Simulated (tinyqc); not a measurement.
Mobility of a non-polar semiconductor in the relaxation-time approximation: one step, computed by the program tinyqc. Command: `OMP_NUM_THREADS=1 python tinyqc.py 3003218 3003219 out.jsonl rta walk`. One thread of a shared host (Intel(R) Xeon(R) Processor @ 2.30GHz), about 0.01 s of CPU time with the checks.

Each valley is treated as a sphere of mass m_d for states and rates, with one isotropic relaxation time; the conductivity mass m_c sets the current.

Task: Rates at a few energies. Kane band: hbar^2 k^2/(2 m) = E (1 + alpha E), speed v = hbar k/(m (1 + 2 alpha E)), states per spin, volume and energy g(E) = m k (1 + 2 alpha E)/(2 pi^2 hbar^2); overlap factors are set to 1. Here m = m_d. Masses are multiplied by m_0 and all formulas are in SI units. Phonon occupation N_q = 1/(exp(hbar w/(k_B T)) - 1). Acoustic deformation potential (elastic, equipartition, absorption and emission together): 1/tau = 2 pi k_B T D_A^2 g(E)/(hbar rho v_l^2). Optical or intervalley deformation potential: 1/tau = (pi Z_f D_o^2/(rho w)) [N_q g(E + hbar w) + (N_q + 1) g(E - hbar w)], with g = 0 below the band edge. Each optical term is multiplied by (1 - f(E'))/(1 - f(E)), E' the final energy, for Pauli blocking. Singly charged impurities, momentum relaxation: 1/tau = N_I e^4 m (1 + 2 alpha E) Phi/(8 pi (eps_s eps_0)^2 hbar^3 k^3), with alpha = 0 for a parabolic band. Conwell-Weisskopf: Phi = ln(1 + y^2), y = 4 pi eps_s eps_0 E N_I^(-1/3)/e^2 (largest impact parameter N_I^(-1/3)/2). Neutral impurities (Erginsoy): 1/tau = 20 N_n a_B hbar/m, a_B = 4 pi eps_s eps_0 hbar^2/(m e^2).

Inputs (values chosen for the exercise, modelled on electrons in silicon):
```
quantity                                            value       unit
non-parabolicity alpha                               0.46       1/eV
static permittivity eps_s                            11.7          -
density rho                                          2329     kg/m^3
sound velocity v_l                                   8880        m/s
acoustic deformation potential D_A                    9.7         eV
phonon energy hbar w                                 57.3        meV
optical or intervalley deformation potential D_o      4.5  1e8 eV/cm
final valleys Z_f                                       5          -
temperature T                                          77          K
neutral impurity density N_n                      2.8e+15     1/cm^3
```

Band: Kane. Impurity formula: Conwell-Weisskopf. Further scattering: neutral impurities.

reduced Fermi level eta = -8.649412

density-of-states mass m_d = 0.3172376 m_0

ionised impurity density N_I = 6.20e+14 1/cm^3

Constants: k_B = 8.617333262e-05 eV/K; k_B = 1.380649e-23 J/K; e = 1.602176634e-19 C; hbar = 1.054571817e-34 J s; m_0 = 9.1093837015e-31 kg; hbar = 6.582119569e-16 eV s; eps_0 = 8.8541878128e-12 F/m.

Give: Rates (1e12/s) at E = (max(eta, 0) + 0.5, 1, 2, 4) k_B T.

Result:

Rates (1e12/s) at E = (max(eta, 0) + 0.5, 1, 2, 4) k_B T:
```
E (meV)  acoustic    optical  ionised impurity  neutral impurity
3.32       0.1830  7.165e-04            0.1950           0.03988
6.64       0.2597  7.385e-04            0.1069           0.03988
13.27      0.3701  7.815e-04            0.0518           0.03988
26.54      0.5313  8.641e-04            0.0234           0.03988
```
